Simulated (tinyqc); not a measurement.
Channel direction: nanosheet or nanowire with hard walls, valleys of the Ge type.

Four ellipsoidal valleys along <111>: inverse mass tensor w = 1/mt + (1/ml - 1/mt) a a^T with a the unit axis. Device axes: x along the channel, z = [001], y = z x x. The Gamma and Delta valleys are left out; the heavy Delta valleys, about 0.18 eV up, lie lowest once the L levels pass about 0.2 eV.

Hard walls around a W x H rectangle. The block w_c of w in (y, z) confines; the transport mass follows from 1/m_x = w_xx - w_xc w_c^-1 w_cx. The cross-section problem c (w_yy ky^2 + 2 w_yz ky kz + w_zz kz^2), c = hbar^2/2m0, is solved in products sin(n pi y/W) sin(l pi z/H), n, l = 1 to 12; if w_yz = 0 the levels are c pi^2 (w_yy n^2/W^2 + w_zz l^2/H^2). The w_yz term couples (n, l) to (n', l') by -2 c w_yz D_nn'(W) D_ll'(H) with D_nm(L) = 4 n m/(L (n^2 - m^2)) for n + m odd and 0 otherwise.

Without degeneracy the line density is N1 exp((EF - Ec)/kB T) with N1 = sum 2 g sqrt(m_x kB T/(4 pi c)) exp(-E/kB T), here over n, l up to 80 where w_yz = 0 and over all levels of a 12 x 12 sine basis otherwise; the classical value is W H Nc with Nc = 2 g_all (m_dos kB T/(4 pi c))^(3/2), m_dos = (ml mt^2)^(1/3); dVt = kB T ln(W H Nc/N1).

Constants: hbar^2/2m0 = 3.80998211 eV angstrom^2; kB = 8.617333262e-05 eV/K.

Parameters, chosen for this exercise (near those of Ge; the results hold for these values, not for the real material):
```
symbol  value  unit      meaning
ml      1.59   m0        longitudinal mass
mt      0.081  m0        transverse mass
T       300    K         temperature
g_all   4                number of valleys
W       110    angstrom  width, along y
H       40     angstrom  height, along z = [001]
```

The same rectangle along [100] and [110]; groups ordered by w_zz, then w_yy.

Cases:
```
"channel, group"
[100] A
[110] A
[110] B
```

Rank the cases by E (eV), lowest first.

Answer: [110] A, [100] A, [110] B.

Lowest level of each group:
```
"channel, group",valleys g,w_yy,w_zz,|w_yz|,m_x (m0),E (eV)
[100] A,4,8.440,8.440,3.906,0.584,0.2203
[110] A,2,4.535,8.440,5.523,0.081,0.2021
[110] B,2,12.346,8.440,0.000,1.087,0.2367
```

The lowest subband has m_x = 0.584 m0 and 4 valleys along [100], and 0.081 m0 and 2 valleys along [110]; its edge lies at 0.2203 and 0.2021 eV. At equal energy above the edge the carriers of the [110] channel are faster by a factor 2.69.

Run: tinyqc, `OMP_NUM_THREADS=1 python tinyqc.py 1280094 1280095 out.jsonl`; Intel(R) Xeon(R) Processor @ 2.30GHz, one thread, shared host; about 0.2 s of CPU time with all checks.
